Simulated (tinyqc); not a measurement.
Defect equilibria of an oxide against oxygen pressure (mass action): one step, computed by the program tinyqc. Command: `OMP_NUM_THREADS=1 python tinyqc.py 3012712 3012713 out.jsonl brouwer walk`. One thread of a shared host (Intel(R) Xeon(R) Processor @ 2.30GHz), about 0.01 s of CPU time with the checks.

Defects: oxygen vacancies V (charge +2), electrons n, holes p, the ionic partner X = O_i'' (charge -2), and the dopant. Activities are taken equal to concentrations.

Problem. Solution at the given pressure. Neutrality: 2 [V] + p = n + 2 [X] + N_d. With n as the unknown, [V] = K_r/(n^2 P^(1/2)), p = K_i/n, [X] = K_s/[V]; the log ratio is ln(positive/negative). The root is found by 60 bisections in ln n between n = 1e-10 and 1e25 cm^-3.

Inputs (values chosen for the exercise, for a model oxide): dopant density N_d = 7.7e+17 cm^-3; temperature T = 1400 K; oxygen pressure P = 0.007 atm.

Ionic disorder: anion Frenkel. Dopant (singly charged, fully ionised): acceptor.

K_r = 7.294990e+48 cm^-9 atm^(1/2)

K_i = 6.908676e+32 cm^-6

K_s = 4.334504e+31 cm^-6

Give: n; [V]; p; [X].

Solution.

n = 1.535e+16 cm^-3

[V] = 3.703e+17 cm^-3

p = 4.502e+16 cm^-3

[X] = 1.171e+14 cm^-3

The largest terms give the Brouwer balance 2 [V] = N_d; the smaller of the two terms is 94 % of the total charge of one sign.
